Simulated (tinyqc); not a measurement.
# Charge centroid from charge and shift

Question. A sheet of N electrons in the storage layer of a charge-trap cell shifts the threshold by U = (q/eps0) N (tb/eb + xc tn/en). Find xc and the distance xc tn from the blocking layer.

Inputs (values chosen for the exercise):

| symbol | value | unit | meaning |
|---|---|---|---|
| tn | 4.3 | nm | storage layer |
| en | 7.5 |  | its relative permittivity |
| tb | 7.9 | nm | blocking layer |
| eb | 3.9 |  | its relative permittivity |

Constants: q = 1.602176634e-19 C, eps0 = 8.8541878128e-14 F/cm where lengths are in cm. Results are converted to the units shown.

N = 7.2e12 cm^-2
U = 3.0424670 V

Solution. U eps0/(q N) is the electrical distance from the gate; subtract that of the blocking layer.

xc = 0.540
distance = 2.32 nm

tinyqc, about 0.06 s, one thread, Intel Xeon 2.30GHz (shared host): `OMP_NUM_THREADS=1 python tinyqc.py 2130148 2130149 out.jsonl`
